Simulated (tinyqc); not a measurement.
Contact resistivity and sheet resistance from two contact lengths.

Inverse problem. Rc = [sqrt(rc Rsh)/Wc] coth(Lc/(2 LT)), LT = sqrt(rc/Rsh), Wc = 50 nm; the second contact is twice as long as the first. Find LT, rc and Rsh.

Rc for Lc = 30 and 60 nm (ohm): 205.611018  129.133540

Solution. With t = tanh(Lc/(2 LT)) for the shorter contact, the resistance of the longer over that of the shorter is (1 + t^2)/2. Then sqrt(rc Rsh) = Rc t Wc, and rc and Rsh follow by multiplying and dividing by LT.

LT = 26.91 nm
rc = 1.400e-9 ohm cm^2
Rsh = 193.3 ohm

Program tinyqc, `OMP_NUM_THREADS=1 python tinyqc.py 2170080 2170081 out.jsonl`; Intel Xeon 2.30GHz, shared host, one thread, about 0.06 s.
